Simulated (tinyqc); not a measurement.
# Circuit elements from the admittance matrix

Inverse problem. Y belongs to a common-source circuit with y11 = i w (Cgs + Cgd), y12 = -i w Cgd, y21 = gm - i w Cgd, y22 = gds + i w (Cgd + Cd) and a resistance Rg in series with the gate; w = 2 pi f. Find Rg, Cgs + Cgd, Cgd, gm, gds and Cd.

Values chosen for this exercise:
- f = 9 GHz (signal frequency)

Y with Rg (mS):

|  | 1 | 2 |
|---|---|---|
| 1 | 0.015640165+1.624510175i | -0.004355029-0.452347414i |
| 2 | 8.057383620-0.529962764i | 0.460982434+2.464502889i |

Solution. 1/Y11 = Rg + 1/(i w (Cgs + Cgd)) gives Rg; removing it from Z11 returns the inner y, whose parts are read off.

Rg = 5.926 ohm
Cgs + Cgd = 28.73 fF
Cgd = 8.000 fF
gm = 8.062 mS
gds = 0.4596 mS
Cd = 35.20 fF

Numbers from tinyqc (`OMP_NUM_THREADS=1 python tinyqc.py 2150132 2150133 out.jsonl`; about 0.01 s on one thread of a shared Intel Xeon 2.30GHz).
